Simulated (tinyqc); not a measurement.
Thermionic emission over a Gaussian spread of barriers: one step of the calculation.

Metal on an n-type semiconductor with one parabolic valley; V > 0 is forward bias (metal positive). Patches of barrier height b are spread as a Gaussian with mean phi - r2 V and variance sg^2 + r3 V; each carries A* T^2 exp(-b/Vt) [exp(V/Vt) - 1].

Question. Apparent barrier, ideality and current. A* = 4 pi q me m0 kB^2/h^3 (times 1e-4 for A/(cm^2 K^2)). The mean of exp(-b/Vt) gives the apparent barrier phi_ap(V) = phi - r2 V - (sg^2 + r3 V)/(2 Vt), J = A* T^2 exp(-phi_ap/Vt) [exp(V/Vt) - 1], and 1/n = 1 + r2 + r3/(2 Vt).

Values chosen for this exercise; band and dielectric values close to those of 4H silicon carbide:
- T = 250 K (temperature)
- me = 0.363 m0 (electron mass)
- phi = 1.18 eV (barrier height seen from the metal)
- sg = 0.07 eV (standard deviation of the barrier heights)
- r2 = -0.065 (shift of the mean barrier per volt, with its sign reversed (rho2))
- r3 = -0.0011 V (change of sg^2 per volt (rho3))
- V = 0.19 V (bias)

Constants: q = 1.602176634e-19 C, kB = 1.380649e-23 J/K, h = 6.62607015e-34 J s, m0 = 9.1093837015e-31 kg, Vt = kB T/q. Results are converted to the units shown.

Find: A*; phi_ap(0); phi_ap(V); n; J.

Answer.

A* = 43.623 A/(cm^2 K^2)
phi_ap(0) = 1.0663 eV
phi_ap(V) = 1.0835 eV
n = 1.0995
J = 2.6536e-12 A/cm^2

Range of the model: One isotropic valley is assumed; bands with several valleys have a larger Richardson constant and Nc. With sg above 3 Vt the current comes from the far tail of the Gaussian, a tiny share of the area that this model describes poorly.

Program tinyqc, `OMP_NUM_THREADS=1 python tinyqc.py 2640067 2640068 out.jsonl`; Intel Xeon 2.30GHz, shared host, one thread, about 0.01 s.
